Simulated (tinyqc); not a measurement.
Resonant-tunnelling diode, transfer matrices and Tsu-Esaki current: two steps of the calculation.

Emitter (band edge 0), barrier d1, well Lw, barrier d2, collector (edge -V). The bias drops linearly over these layers and none in the contacts; each layer is cut into ns equal slices, flat at the value of their centres. E is the energy of motion across the layers, C = hbar^2/(2 m0), psi and psi'/m are continuous. Transport is coherent, T(E) is taken as independent of the transverse momentum, and charge in the well is ignored.

Inputs (values chosen for the exercise); masses and offsets of a made-up heterostructure: temperature T = 300 K; mass in the well, spacer and contacts mw = 0.067 m0; barrier height U1 = 0.25 eV; barrier mass m1 = 0.074 m0; emitter barrier d1 = 2.1 nm; well width Lw = 6.9 nm; collector barrier d2 = 2.1 nm; slices in each layer ns = 2; Fermi energy of both contacts above their band edges Ef = 0.037 eV; bias of the collector V = 0.034 V.

Constants: q = 1.602176634e-19 C, kB = 1.380649e-23 J/K, hbar = 1.054571817e-34 J s, m0 = 9.1093837015e-31 kg, Vt = kB T/q. Results are converted to the units shown.

Task 1. Slices under bias. U = edge of the layer - V x/Lt at the centre x of each slice, Lt the summed thickness.

Find: U; m; width.

Result 1.

| slice | U (eV) | m (m0) | width (nm) |
|---|---|---|---|
| 0 | 0.2484 | 0.074 | 1.050 |
| 1 | 0.2452 | 0.074 | 1.050 |
| 2 | -0.0117 | 0.067 | 3.450 |
| 3 | -0.0223 | 0.067 | 3.450 |
| 4 | 0.2208 | 0.074 | 1.050 |
| 5 | 0.2176 | 0.074 | 1.050 |

Task 2. Current from the resonance alone. J = J0 times the integral over E > 0 of T(E) N(E), N = ln[(1 + exp((Ef - E)/Vt))/(1 + exp((Ef - V - E)/Vt))], J0 = q^2 mw m0 kB T/(2 pi^2 hbar^3) (times 1e-4 for A/cm^2 per eV). For a sharp resonance J = J0 (pi G/2) Tp N(Er), with Er the peak energy, Tp the peak transmission and G the full width at half maximum (in eV). The three values given are estimates from a parabola through three points of 1/T(E).

Er = 0.035155164 eV
Tp = 0.87260887
G = 8.2091586 meV

Wanted: J0; N(Er); J.

Result 2.

J0 = 2.8031e7 A/(cm^2 eV)
N(Er) = 0.47616
J = 150.18 kA/cm^2

The full integral over T(E) gives 141.4 kA/cm^2; the value above is 6.2 % above it.

tinyqc, about 0.3 s, one thread, Intel Xeon 2.30GHz (shared host): `OMP_NUM_THREADS=1 python tinyqc.py 2600134 2600135 out.jsonl`
